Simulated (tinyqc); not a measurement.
Decay of LO phonons and the hot-phonon bottleneck in the cooling of electrons. From one set of inputs to another, one input at a time. Computed by tinyqc, a small Python program. Command: `OMP_NUM_THREADS=1 python tinyqc.py 3005295 3005296 out.jsonl hotphonon ladder`. One thread of a shared host (Intel(R) Xeon(R) Processor @ 2.30GHz), about 0.01 s of CPU time with the checks.

n(E, T) = 1/(exp(E/(k_B T)) - 1) is the Bose occupation. Electrons have a temperature T_e; the LO modes within their reach share one occupation N; the decay products stay at the lattice temperature.

The inputs printed are set A. Set A is modelled on zinc oxide; the values taken over come from a set modelled on gallium nitride. Inputs not listed in the table keep their values of set A, so the rows need not describe a real material.

Inputs (values chosen for the exercise, modelled on zinc oxide):
```
quantity,value,unit
LO energy hbar omega,71.7,meV
"lifetime at T = 0, tau_0",1.4,ps
share f of the energy in the softer product,0.22,-
lattice temperature T,400,K
electron mass m*,0.268,m_0
eps_inf,3.67,-
static dielectric constant eps_s,8.32,-
electron density n,8.1e+17,1/cm^3
"density of LO modes that the electrons reach, N_m",1.7e+19,1/cm^3
power supplied per electron P,0.52,nW
```

Decay channel: two unequal phonons (Ridley).

Constants: k_B = 8.617333262e-05 eV/K; c = 299792458 m/s; e^2/(4 pi eps_0) = 14.39964548 eV angstrom; hbar^2/(2 m_0) = 3.80998212 eV angstrom^2; hbar = 6.582119569e-16 eV s; e = 1.602176634e-19 C.

Method:
- Decay rate 1/tau = (1/tau_0) [1 + n(f hbar omega) + n((1 - f) hbar omega)].
- Full width Gamma = 1/(2 pi c tau) in 1/cm, c in cm/s.
- Froehlich coupling alpha = (e^2/(4 pi eps_0)) (1/eps_inf - 1/eps_s) k_0/(2 hbar omega), k_0 = sqrt(m* hbar omega/(hbar^2/(2 m_0))); emission time tau_sp = hbar/(2 alpha hbar omega); bottleneck ratio r = (n/N_m) tau/tau_sp.
- Net emission per electron: [(N + 1) x - N]/tau_sp with x = exp(-hbar omega/(k_B T_e)), a simple two-level balance; steady state of the modes: n [(N + 1) x - N]/tau_sp = N_m (N - N_0)/tau; power per electron P = hbar omega [(N + 1) x - N]/tau_sp.
- With p = P tau_sp/(hbar omega): N = N_0 + r p and x = (p + N)/(N + 1); without hot phonons N = N_0. The mode temperature T_LO solves n(hbar omega, T_LO) = N.

Each row keeps all changes above it:
```
input moved,from,to,mode temperature T_LO (K),Raman width Gamma (1/cm),bottleneck ratio r
set A,-,-,401.20,11.259,5.3155
"lifetime at T = 0, tau_0 (ps)",1.4,1.9,401.62,8.296,7.2139
eps_inf,3.67,5.38,401.62,8.296,3.1113
power supplied per electron P (nW),0.52,3.3,410.24,8.296,3.1113
electron mass m* (m_0),0.268,0.205,410.24,8.296,2.7212
electron density n (1/cm^3),8.1e+17,1.1e+18,413.86,8.296,3.6954
"density of LO modes that the electrons reach, N_m (1/cm^3)",1.7e+19,2.3e+19,410.28,8.296,2.7314
LO energy hbar omega (meV),71.7,92.1,415.63,6.684,3.8427
```

Which inputs carry the difference?

Mode temperature T_LO goes from 401 to 416, a factor 1.04 in all. The largest single move comes from power supplied per electron P (a factor 1.021), and density of LO modes that the electrons reach, N_m works against it (a factor 0.9913). Raman width Gamma goes from 11.3 to 6.68, a factor 0.594 in all. The largest single move comes from lifetime at T = 0, tau_0 (a factor 0.737). Bottleneck ratio r goes from 5.32 to 3.84, a factor 0.723 in all. The largest single move comes from eps_inf (a factor 0.431), and LO energy hbar omega works against it (a factor 1.41). The single moves hold for this order of the switches; the total does not depend on the order.

Caution (rows set A, lifetime at T = 0, tau_0): alpha is above 1/2, so hbar/tau_sp exceeds hbar omega and the emission time, a weak-coupling result, is only rough.

Extremes, crossings and ranges named in words are read from the listed rows.
